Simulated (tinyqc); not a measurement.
Dopant redistribution at a moving silicon-oxide interface during parabolic oxidation: one step, computed by the program tinyqc.

Uniformly doped silicon is oxidised with x_ox = sqrt(B t); the interface advances into the silicon by alpha x_ox, alpha = 0.44. The dopant does not move in the oxide, and at the interface C(silicon) = m C(oxide).

Question. Rates. D = D0 exp(-E/(k_B T)), converted with 1 cm^2/s = 3.6e11 um^2/h; B = B0 exp(-E_B/(k_B T)); s = alpha sqrt(B/(4 D)), the interface advance over 2 sqrt(D t). Temperatures in kelvin are T(C) + 273.15.

Inputs (values chosen for the exercise, modelled on phosphorus in silicon under dry oxygen):
```
quantity                         value    unit
dopant prefactor D0               4.71  cm^2/s
dopant activation energy E         3.7      eV
oxidation prefactor B0             756  um^2/h
oxidation activation energy E_B   1.22      eV
temperature T                      975       C
time t                             1.3       h
```

Constants: k_B = 8.617333262e-05 eV/K.

Give: D; B; s; oxide thickness; diffusion length 2 sqrt(D t).

Answer.

D = 0.001947 um^2/h

B = 0.008962 um^2/h

s = 0.4719

oxide thickness = 0.1079 um

diffusion length 2 sqrt(D t) = 0.1006 um

Diffusion outruns the interface. Caution: in this case the oxide is not much thicker than a typical Deal-Grove length A, so real growth is slower than parabolic. Caution: parabolic growth needs an oxide much thicker than the Deal-Grove length A, which fails for thin films and low temperatures; oxidation-enhanced or retarded diffusion is ignored.
